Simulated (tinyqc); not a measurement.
Undoped gate-all-around wire MOSFET, analytic charge model: one step of the calculation.

An undoped round wire of radius R under an insulator shell and a surrounding gate; long channel, electrons only, n = ni exp((psi - V)/Vt) with V the quasi-Fermi potential (0 at the source, Vd at the drain), constant mobility, no quantisation. The radial Poisson equation gives n(r) = n(0)/(1 - (1 - b) r^2/R^2)^2 with b = Q0/(Q + Q0). Q is the electron charge per area of the wire surface.

Question. Drain current and line charge. Q solves Vg - V0 - V = Q/Cox + Vt ln(Q/Q0) + Vt ln(1 + Q/Q0). I = mu (2 pi R/L)[2 Vt (Qs - Qd) + (Qs^2 - Qd^2)/(2 Cox) + Vt Q0 ln((Qd + Q0)/(Qs + Q0))], with Qs at V = 0 and Qd at V = Vd. Electrons per length at the source: 2 pi R Qs/q; surface over centre density: (1 + Qs/Q0)^2.

Inputs (values chosen for the exercise); material values close to those of silicon: temperature T = 300 K; wire radius R = 3 nm; channel mobility mu = 300 cm^2/(V s); gate length L = 1 um; drain voltage Vd = 0.5 V.

Constants: q = 1.602176634e-19 C, kB = 1.380649e-23 J/K, Vt = kB T/q. Results are converted to the units shown.

Qs = 7.9853030 nC/cm^2
Qd = 3.6745607e-8 nC/cm^2
Cox = 2.5339790 uF/cm^2
Q0 = 357.08160 nC/cm^2

Wanted: first term; second term; third term; I; electrons per length; surface over centre density.

Answer.

first term = 0.0023347 uA
second term = 7.1150e-5 uA
third term = -0.0011545 uA
I = 0.0012514 uA
electrons per length = 0.0093947 1/nm
surface over centre density = 1.0452

The square-law term makes up 5.69 % of the current. Below threshold the third term cancels half of the first, leaving the diffusion current Vt (Qs - Qd).

Numbers from tinyqc (`OMP_NUM_THREADS=1 python tinyqc.py 2460026 2460027 out.jsonl`; about 0.02 s on one thread of a shared Intel Xeon 2.30GHz).
